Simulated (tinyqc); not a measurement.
The width of the window: equation-of-state fits to an energy-volume table made by a known binding curve. Computed by tinyqc, a small Python program. Command: `OMP_NUM_THREADS=1 python tinyqc.py 3019165 3019166 out.jsonl eosfit walk`. One thread of a shared host (Intel(R) Xeon(R) Processor @ 2.30GHz), about 0.02 s of CPU time with the checks.

With x = (V/V_0)^(1/3), the energy per atom is E = D [m x^-n - n x^-m]/(n - m), so that B0 = D n m/(9 V_0) and B' = (n + m + 6)/3. B' = dB/dP at P = 0.

Inputs (values chosen for the exercise, for a model crystal):
```
quantity                                 value             unit
cohesive energy D                         5.12          eV/atom
true volume V_0                           27.3  angstrom^3/atom
repulsive exponent n                         8                -
attractive exponent m                        4                -
shift of the window centre s             0.014                -
points N                                     5                -
compression V/V_0 for the pressure test   0.85                -
noise amplitude                          0.047              meV
```

Binding curve: Mie. Noise: added.

Constants: 1 eV/angstrom^3 = 160.2176634 GPa.

Method:
- B0 and B' from the formulas above; P = -dE/dV at V = c V_0 (c the compression chosen), from the curve itself.
- Table: V_j = V_0 [1 + s + w (2 j/(N - 1) - 1)], j = 0..N-1, rounded to 0.001; E_j from the curve plus the noise amplitude times the listed numbers xi_j (xi_0 first), rounded to 1e-7 eV.
- Murnaghan: E = E0 + (B0 V/B') [(V0/V)^B'/(B' - 1) + 1] - B0 V0/(B' - 1), P = (B0/B') [(V0/V)^B' - 1].
- Birch-Murnaghan: E = E0 + (9 V0 B0/16) [y^3 B' + y^2 (2 - 4 y)], y = (V0/V)^(2/3) - 1; P = (3 B0/2) (x^7 - x^5) [1 + (3/4)(B' - 4)(x^2 - 1)], x = (V0/V)^(1/3).
- Vinet: E = E0 + (9 B0 V0/h^2) {1 + [h (1 - x) - 1] exp(h (1 - x))}, P = 3 B0 (1 - x) x^-2 exp(h (1 - x)), x = (V/V0)^(1/3), h = (3/2)(B' - 1).
- All are least-squares fits to the energies; for polynomials in V, B0 = V E'' and B' = -1 - V E'''/E'' at the minimum.
- The table is made anew for each w.

numbers xi_j, drawn evenly from -1 to 1: -0.7373  0.3907  0.3252  -0.3349  -0.3187

exact B0 = 106.838 GPa

exact B' = 6

Errors (%):
```
w     B0, parabola  B0, cubic  B0, Murnaghan  B0, Birch-Murnaghan  B0, Vinet  B', Birch-Murnaghan
0.03        -9.434     -1.508         -1.436               -1.445     -1.448              -12.272
0.05        -8.343      0.174         -0.482               -0.352     -0.326               -2.747
0.08        -6.293      2.003         -0.549               -0.046      0.038               -0.806
0.12        -2.156      5.409         -1.127                0.125      0.327               -0.310
0.16         3.833     10.364         -1.977                0.288      0.660               -0.099
0.22        16.918     21.449         -3.622                0.603      1.320                0.180
```

The Birch-Murnaghan error of B0 is smallest among these at w = 0.08 (0.046 % in size); it is 1.445 % at the narrowest and 0.603 % at the widest. A narrow window magnifies the noise, since the energy range shrinks as w^2, and a wide one exposes the form. At the widest window the errors of B0 are +16.9 % for the parabola and +21.4 % for the cubic in V.

Extremes, crossings and ranges named in words are read from the listed rows.
